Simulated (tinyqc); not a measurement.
MOS inversion layer, Poisson-Schroedinger loop: one step of the calculation.

Electrons confined at an insulator interface at z = 0, treated as a hard wall; parabolic valleys, Hartree approximation, no image or exchange terms. The depletion charge lies far deeper than the electrons and gives a uniform field q Nd/(eps0 eps_r); the gate balances all charge. Energies are counted from the band edge at the interface.

Task. Density, output potential and mixing. n_i = sum_k N_k |psi_k|^2 (converted to cm^-3). Hartree part by Gauss: on the interval before node i the electrons still beyond are S_i = Ns - hz sum_(j<i) n_j, and U_i = U_(i-1) + q S_i hz/(eps0 eps_r) in eV, U_0 = 0 at the interface. Mixing: U(new) = U + a (U(out) - U).

Parameters, values chosen for the exercise; masses and permittivity close to those of silicon (100): relative permittivity eps_r = 11.8; sheet density of electrons Ns = 6.4e12 cm^-2; mixing factor a = 0.5.

Constants: q = 1.602176634e-19 C, eps0 = 8.8541878128e-14 F/cm where lengths are in cm. Results are converted to the units shown.

```
node,z (nm),self-consistent potential U at the start (eV),|psi|^2 of A1 (1/nm),|psi|^2 of A2 (1/nm),|psi|^2 of B1 (1/nm),|psi|^2 of B2 (1/nm)
1,0.83,0,0.21866331,0.19112504,0.04936359,0.04835511
2,1.66,0,0.42474375,0.12199631,0.15243533,0.11534098
3,2.49,0,0.33436637,0.00712564,0.23108708,0.10191315
4,3.32,0,0.15860282,0.20462049,0.24571323,0.03272580
5,4.15,0,0.05241427,0.31739272,0.20643788,0.00027189
6,4.98,0,0.01301703,0.22404031,0.14511894,0.04376791
7,5.81,0,0.00254620,0.09874503,0.08823382,0.12364845
8,6.64,0,0.00040515,0.03084365,0.04741071,0.18034636
9,7.47,0,0.00005370,0.00731336,0.02285592,0.18677661
10,8.3,0,0.00000604,0.00137500,0.00999557,0.15334398
11,9.13,0,0.00000058,0.00021131,0.00399810,0.10516118
12,9.96,0,0.00000005,0.00002715,0.00147053,0.06190515
13,10.79,0,0.00000000,0.00000297,0.00049774,0.03160104
14,11.62,0,0.00000000,0.00000028,0.00015324,0.01381732
15,12.45,0,0.00000000,0.00000002,0.00004057,0.00483601
16,13.28,0,0.00000000,0.00000000,0.00000703,0.00100834
```

N_k (cm^-2): A1 5.6795874e12, A2 7.2040615e11, B1 6.4246869e6, B2 487.44677

Give: n; U(out); U after round 1.

Result.

```
node,n (1e19 cm^-3),U(out) (eV),U after round 1 (eV)
1,1.3796,0.08146,0.04073
2,2.5003,0.14834,0.07417
3,1.9042,0.18881,0.09441
4,1.0482,0.20917,0.10458
5,0.5263,0.21845,0.10923
6,0.2353,0.22217,0.11109
7,0.0856,0.22341,0.11170
8,0.0245,0.22374,0.11187
9,0.0056,0.22381,0.11190
10,0.0010,0.22382,0.11191
11,0.0002,0.22382,0.11191
12,0.0000,0.22382,0.11191
13,0.0000,0.22382,0.11191
14,0.0000,0.22382,0.11191
15,0.0000,0.22382,0.11191
16,0.0000,0.22382,0.11191
```

Numbers from tinyqc (`OMP_NUM_THREADS=1 python tinyqc.py 2160157 2160158 out.jsonl`; about 1 s on one thread of a shared Intel Xeon 2.30GHz).
